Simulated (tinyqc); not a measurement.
The choice of windows: ionisation potential and affinity of a slab from the planar-averaged potential.

A model of the planar-averaged electrostatic energy of an electron in a periodic cell of N1 periods of A (L1 = N1 n1 h) and N2 periods of vacuum (L2 = N2 n2 h), on z_j = j h: V(z) = f VA + (1 - f) VB + F t(z), VA = V1[0] + V1[1] cos(2 pi z/(n1 h)) + V1[2] cos(4 pi z/(n1 h)), VB the same with V2, n2 and z - L1. f = [tanh(z/w) - tanh((z - L1)/w) + tanh((z - L1 - L2)/w)]/2 + 1/2; t(z) = z - L1/2 in A and (L1/L2)(L1 + L2/2 - z) beyond, so that the cell is periodic.

Running mean over n points, periodic: for odd n the plain mean of the n points centred on j; for even n the n + 1 points with half weight at both ends. The macroscopic average applies the mean over n1 points and then over n2 points.

Values chosen for the exercise (gap near that of GaAs; the results hold for these values, not for the real material):
```
symbol  value                 unit         meaning
h       0.3                   angstrom     grid step
n1      6                                  grid points per period of A
n2      5                                  grid points per period of the vacuum filter
N1      5                                  periods of A
N2      4                                  periods of vacuum
V1      (-9.24, 2.01, -0.55)  eV           mean and two harmonics of the potential in A
V2      (0, 0, 0)             eV           the same in vacuum
w       0.4                   angstrom     width of the interfaces
F       -0.021                eV/angstrom  slope in A from opposite charges on the two interfaces
```

dV read at j = 15 and 40 after means over the numbers of points listed; ripple is the spread over the five points around each.

Results:
```
windows  dV (eV)  ripple in A (meV)  ripple in vacuum (meV)
none      11.800               3853                      38
6 only     9.240                 25                      38
5 only     9.532                451                      38
7 only     9.031                325                      37
7, 6       9.239                 25                      40
6, 5       9.240                 25                      38
```

Which rows can be used, and how does a wrong window show?

The last row matches both periods and lies 0 meV from the value of a thick cell, V2[0] - V1[0] = 9.240 eV. Against it the raw potential errs by +2.56 eV. Within 20 meV of it lie: 6 only and 7, 6. A window one point too long leaves a ripple of 325 meV in A, against 25 meV in the last row (of which the slope F makes 25 meV): the ripple is the sign to look for. Rows to use, with under 30 meV of ripple in both regions once the tilt is taken off: 6 only, 7, 6 and 6, 5. A row with a large ripple can hit the right value only by chance.

Program tinyqc; command `OMP_NUM_THREADS=1 python tinyqc.py 1881104 1881105 out.jsonl`; about 0.01 s on one thread of a shared Intel(R) Xeon(R) Processor @ 2.30GHz.
